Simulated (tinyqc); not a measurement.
Convergence with the mesh: density of states of one tight-binding band on the simple cubic lattice.

E(k) = -2 t (c1 + c2 + c3) - 4 t2 (c1 c2 + c2 c3 + c3 c1) with ci = cos(2 pi ki); k in fractions of the reciprocal vectors, mesh k_i = j/N with j = 0 .. N-1. Densities are per cell and per spin, so the band holds one state.

Each cube of the mesh, corners numbered 0 to 7 as the binary number (i j l), is cut into six tetrahedra around the diagonal 0-7: 0137, 0157, 0237, 0267, 0457, 0467. For corner energies e1 <= e2 <= e3 <= e4 and eij = ei - ej, the share of the tetrahedron below E is n = (E - e1)^3/(e21 e31 e41) for e1 < E < e2; n = [e21^2 + 3 e21 x + 3 x^2 - (e31 + e42) x^3/(e32 e42)]/(e31 e41) with x = E - e2 for e2 < E < e3; n = 1 - (e4 - E)^3/(e41 e42 e43) for e3 < E < e4; its density of states is g = dn/dE.

Gaussian broadening: g(E) = mean over the mesh of exp(-(E - E_k)^2/(2 sigma^2))/(sigma sqrt(2 pi)), n(E) = mean of erfc((E_k - E)/(sigma sqrt 2))/2.

Inputs chosen for the exercise: t = 0.48 eV (nearest hopping); t2 = 0 eV (second hopping); E = 1.87 eV (energy at which the density is wanted); sigma = 0.24 eV (Gaussian width).

At the energy E; the plain count is the share of mesh points below E; the reference is the linear method with N = 36.

Results:

| N | points | g linear | n linear | g Gaussian | n Gaussian | n plain count |
|---|---|---|---|---|---|---|
| 4 | 64 | 0.0721 | 0.9757 | 0.1528 | 0.9297 | 0.8906 |
| 6 | 216 | 0.1006 | 0.9550 | 0.1162 | 0.9332 | 0.9120 |
| 8 | 512 | 0.1010 | 0.9483 | 0.1042 | 0.9363 | 0.9355 |
| 12 | 1728 | 0.1037 | 0.9426 | 0.1077 | 0.9353 | 0.9427 |
| 16 | 4096 | 0.1046 | 0.9406 | 0.1072 | 0.9353 | 0.9373 |
| 20 | 8000 | 0.1049 | 0.9397 | 0.1072 | 0.9353 | 0.9386 |

reference n and g: 0.9385  0.1053

What does the comparison show?

The linear n(E) stays within 0.002 of the reference from N = 20 on. The Gaussian g stays within 1 % of its last value from N = 12 on; it tends to the broadened curve, not the true one. At the last mesh it lies +0.002 1/eV from the reference g and the linear g 0.000. The plain count errs by +0.0001 at the last mesh.

Program tinyqc; command `OMP_NUM_THREADS=1 python tinyqc.py 1681199 1681200 out.jsonl`; about 0.3 s on one thread of a shared Intel(R) Xeon(R) Processor @ 2.30GHz.
